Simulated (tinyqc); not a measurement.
Inside a calculation. Model: Froehlich polaron in a polar crystal. Computed by tinyqc, a small Python program that keeps every step. Command: `OMP_NUM_THREADS=1 python tinyqc.py 3013265 3013266 out.jsonl frohlich walk`. One thread of a shared host (Intel(R) Xeon(R) Processor @ 2.30GHz), about 0.04 s of CPU time with the checks. Intermediate numbers are printed to about 6 digits and carried at full precision; extremes and crossings named in words are read from the listed rows.

One electron in a parabolic band of mass m*, coupled to dispersionless LO phonons in the continuum model. Energies are in units of hbar omega unless marked, wave numbers in k_0 = sqrt(2 m* omega/hbar).

Inputs (values chosen for the exercise, for a model crystal):
```
quantity                           value  unit
band mass m*                      0.0639   m_0
LO phonon energy hbar omega         89.4   meV
eps_inf                              2.5     -
static dielectric constant eps_s    9.98     -
temperature T                        400     K
electron wave number k/k_0          0.38     -
trial v                                4     -
trial w                              2.5     -
```

Constants: hbar^2/(2 m_0) = 3.80998212 eV angstrom^2; e^2/(4 pi eps_0) = 14.39964548 eV angstrom; k_B = 8.617333262e-05 eV/K; hbar = 6.582119569e-16 eV s; e = 1.602176634e-19 C; m_0 = 9.1093837015e-31 kg.

## Coupling constant and length scale

1/eps* = 1/eps_inf - 1/eps_s; k_0 = sqrt(2 m* omega/hbar) = sqrt(m* hbar omega / (hbar^2/(2 m_0))) with m* in m_0; alpha = (e^2/(4 pi eps_0)) k_0/(2 eps* hbar omega); polaron length 1/k_0.

eps* = 3.33556

k_0 = 0.0387220 1/angstrom

coupling constant alpha = 0.934917

polaron length 1/k_0 = 25.8251 angstrom

Weak coupling: perturbation theory should serve.

## Second-order perturbation theory

At T = 0 and k < k_0: E(k) = (k/k_0)^2 - alpha arcsin(k/k_0)/(k/k_0); so E(0) = -alpha, 1/m_p = (1 - alpha/6)/m*, and the mean number of phonons in the cloud at k = 0 is alpha/2. The Lee-Low-Pines variational state gives the same E(0) and m_p = m* (1 + alpha/6).

energy shift at k = 0 = -83.5816 meV

E(k) = -0.814619 hbar omega

m*/m_p, second order = 0.844181

m_p/m*, Lee-Low-Pines = 1.15582

phonons in the cloud = 0.467458

## Strong-coupling trial states

Landau-Pekar: the lattice follows the mean electron density. A Gaussian state exp(-b^2 r^2/2) gives E(b) = (3/2) b^2 - alpha b sqrt(2/pi) (b in k_0), minimised at b = alpha sqrt(2/pi)/3 to E = -alpha^2/(3 pi); a state exp(-b r) gives E(b) = b^2 - (5/8) alpha b, minimised at b = 5 alpha/16 to E = -25 alpha^2/256.

best b, Gaussian = 0.248652 k_0

E, Gaussian = -0.0927417 hbar omega

best b, exponential = 0.292162 k_0

E, exponential = -0.0853584 hbar omega

The Gaussian bound lies below -alpha only for alpha > 3 pi = 9.42; here it lies above, so the self-trapped state is the poorer bound.

## Feynman's energy at a trial point

Feynman's bound: E(v, w) = 3 (v - w)^2/(4 v) - (alpha v/sqrt(pi)) int_0^infinity e^-u D(u)^(-1/2) du, D = w^2 u + ((v^2 - w^2)/v)(1 - e^(-v u)); integrals by 80 Gauss-Legendre points in s from 0 to 1 with u = 40 s^2.

first term = 0.421875 hbar omega

E(v, w) = -0.670830 hbar omega

## Feynman's variational polaron

Minimise over v > w > 0 (simplex search); mass m_p/m* = 1 + (alpha v^3/(3 sqrt(pi))) int u^2 e^-u D^(-3/2) du.

best v = 3.1

best w = 2.88

E, Feynman = -0.946265 hbar omega

polaron energy, Feynman = -84.5961 meV

m_p/m*, Feynman = 1.181

The bound lies 1.2 % below -alpha, and the mass is 1.02 times the Lee-Low-Pines value.

## Mobility at low temperature

Scattering by absorption of an LO phonon: 1/tau = 2 alpha omega n, n = 1/(exp(hbar omega/(k_B T)) - 1); mu = e tau/m*, the weak-coupling result for k_B T well below hbar omega.

phonon occupation n = 0.0807886

lifetime tau = 48.7388 fs

mobility = 1341.51 cm^2/(V s)

Caution: this mobility formula holds for weak coupling and k_B T well below hbar omega, and it leaves out all other scattering.

## All approximations against the coupling

Other columns: second order -alpha; Landau-Pekar Gaussian -alpha^2/(3 pi); Lee-Low-Pines mass 1 + alpha/6. The polaron energy in meV uses the given hbar omega.

Energies (hbar omega) and masses (m*):
```
alpha  second order     Gaussian    Feynman  Feynman (meV)  mass, LLP  mass, Feynman     v     w
0.23          -0.23  -0.00561286  -0.230661       -20.6211    1.03833           1.04  3.02  2.97
0.47          -0.47   -0.0234382  -0.472795       -42.2679    1.07833          1.084  3.05  2.94
0.93          -0.93   -0.0917687  -0.941226       -84.1456      1.155           1.18   3.1  2.88
1.5            -1.5    -0.238732   -1.53019       -136.799       1.25          1.321  3.17   2.8
3.4            -3.4     -1.22655   -3.57648       -319.738    1.56667           2.12  3.51  2.49
6.4            -6.4     -4.34599   -7.25286       -648.405    2.06667          9.047  5.05  1.76
9.4            -9.4     -9.37529   -12.2619       -1096.21    2.56667             80  10.9  1.25
12              -12     -15.2789   -18.1434       -1622.02          3          281.6  18.6  1.13
```

All three energies are upper bounds (-alpha through the Lee-Low-Pines state), and the Feynman value is the lowest in every row. It lies within 5 % of -alpha up to alpha = 1.5; at alpha = 12 it is 1.19 times the Gaussian value, whose alpha^2 law it approaches with a constant shift of about -3 ln 2 - 3/4 = -2.83 (here -2.86). The mass stays within 10 % of 1 + alpha/6 up to alpha = 1.5 and reaches 282 m* in the last row; w falls from 2.97 towards 1 while v grows to 18.6.

Checks made by the program: second-order shift against the integral -(2 alpha/pi) int dq/(1 + q^2) (relative difference below 1e-10); v = w reduces the bound to -alpha (relative difference 1e-10).
